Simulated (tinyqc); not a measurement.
Worked calculation: current of a Schottky diode by thermionic-emission-diffusion theory, and its read-back from I-V-T and C-V data. Computed by tinyqc, a small Python program that keeps every step. Command: `OMP_NUM_THREADS=1 python tinyqc.py 3007287 3007288 out.jsonl schottky walk`. One thread of a shared host (Intel(R) Xeon(R) Processor @ 2.30GHz), about 0.01 s of CPU time with the checks. Intermediate numbers are printed to about 5 digits and carried at full precision; extremes and crossings named in words are read from the listed rows.

Full ionisation, no tunnelling, no recombination current. V is the voltage across the junction itself, forward positive.

Inputs (values chosen for the exercise, modelled on n-type silicon):

| quantity | value | unit |
|---|---|---|
| Richardson constant A* | 112 | A/(cm^2 K^2) |
| effective density of states at 300 K, N_c | 2.8e+19 | 1/cm^3 |
| permittivity eps | 11.7 | - |
| mobility mu | 1400 | cm^2/(V s) |
| barrier without image force phi_0 (mean) | 0.651 | eV |
| doping N | 1.7e+17 | 1/cm^3 |
| series resistance R_s | 0.05 | milliohm cm^2 |
| junction voltage V | 0.24 | V |
| temperature T | 350 | K |
| standard deviation sigma | 38 | meV |
| relative change of sigma^2 with bias, rho | 0.48 | 1/V |

Barrier: Gaussian spread of heights.

Constants: k_B = 8.617333262e-05 eV/K; e = 1.602176634e-19 C; eps_0 = 8.8541878128e-12 F/m.

## Barrier at the given bias

N_c(T) = N_c (T/300 K)^(3/2); V_bi = phi_0 - (k_B T/e) ln(N_c(T)/N); surface field F = sqrt(2 e N (V_bi - V - k_B T/e)/(eps eps_0)); image lowering d_phi = sqrt(e F/(4 pi eps eps_0)); effective barrier phi = phi_0 - d_phi - sigma^2 (1 - rho V)/(2 k_B T).

built-in voltage V_bi = 0.49008 V

surface field F = 107.54 kV/cm

image lowering = 36.380 meV

effective barrier phi = 0.59344 eV

## Current

Collection velocity v_R = A* T^2/(e N_c(T)); diffusion velocity v_D = mu F; J = e N_c(T) v_R/(1 + v_R/v_D) exp(-phi/k_B T) [exp(e V/k_B T) - 1]. Terminal voltage V + J R_s.

v_R = 2.4270e+06 cm/s

v_D = 1.5055e+08 cm/s

current density J = 109.89 A/cm^2

terminal voltage = 0.24549 V

v_D/v_R = 62.0: emission over the barrier limits the current.

## Read-back from the I-V curve

Ideality n = (e/k_B T)/(d ln J/dV) by a central difference of +/- 1 mV; J_0 = J exp(-e V/(n k_B T)); apparent barrier phi_IV = k_B T ln(A* T^2/J_0); a C-V plot gives phi_CV = phi_0, the mean without lowering.

ideality factor n = 1.0566

extrapolated J_0 = 0.058923 A/cm^2

apparent barrier phi_IV = 0.58107 eV

phi_CV - phi_IV = 69.928 meV

n exceeds 1 because forward bias lowers the field, which weakens the image lowering, and narrows the spread of barriers.

## Temperature series and Richardson plot

A least-squares line of ln(J_0/T^2) against 1/(k_B T) gives a barrier (minus the slope) and a Richardson constant (exp of the intercept).

At the same junction voltage:

| T (K) | 1/k_B T (1/eV) | n | J_0 (A/cm^2) | phi_IV (eV) | ln(J_0/T^2) |
|---|---|---|---|---|---|
| 200 | 58.023 | 1.0547 | 3.1193e-08 | 0.56182 | -27.880 |
| 250 | 46.418 | 1.0532 | 2.1947e-05 | 0.57065 | -21.770 |
| 300 | 38.682 | 1.0540 | 2.0692e-03 | 0.57667 | -17.588 |
| 350 | 33.156 | 1.0566 | 5.8923e-02 | 0.58107 | -14.547 |
| 400 | 29.011 | 1.0613 | 7.7659e-01 | 0.58440 | -12.236 |
| 450 | 25.788 | 1.0690 | 6.0694e+00 | 0.58686 | -10.415 |

barrier from the Richardson plot = 0.54176 eV

Richardson constant from the plot = 31.775 A/(cm^2 K^2)

From 200 to 450 K n goes from 1.055 to 1.069 and phi_IV from 0.562 to 0.587 eV. The plot returns 0.542 eV against phi_0 = 0.651 and a constant 0.284 times the true A*: a spread of barriers lets cold carriers pick the low patches, which bends the plot and lowers both numbers.

## Forward curve with series resistance

Terminal voltage V + J R_s; apparent ideality from neighbouring rows, (e/k_B T) dV_terminal/d ln J.

Forward curve; the last column belongs to the interval up to the next row:

| V (V) | J (A/cm^2) | terminal voltage (V) | apparent n |
|---|---|---|---|
| 0.107 | 1.5941e+00 | 0.1071 | 1.033 |
| 0.149 | 6.1826e+00 | 0.1493 | 1.065 |
| 0.191 | 2.3472e+01 | 0.1922 | 1.133 |
| 0.233 | 8.8208e+01 | 0.2374 | 1.356 |
| 0.274 | 3.1832e+02 | 0.2899 | 2.154 |
| 0.316 | 1.1710e+03 | 0.3746 | 5.031 |
| 0.358 | 4.2253e+03 | 0.5693 | 15.038 |
| 0.400 | 1.4686e+04 | 1.1343 | - |

The resistance takes over where J R_s exceeds k_B T/e, at J = 603 A/cm^2; the apparent ideality climbs from 1.03 to 15.0, so barrier and n must be read below that current.

Checks made by the program: v_D = mu F against the drift-diffusion integral over the parabolic barrier, a ratio 2 y Dawson(y) with y^2 = (V_bi - V)/(k_B T/e) - 1 (relative difference 9e-02).
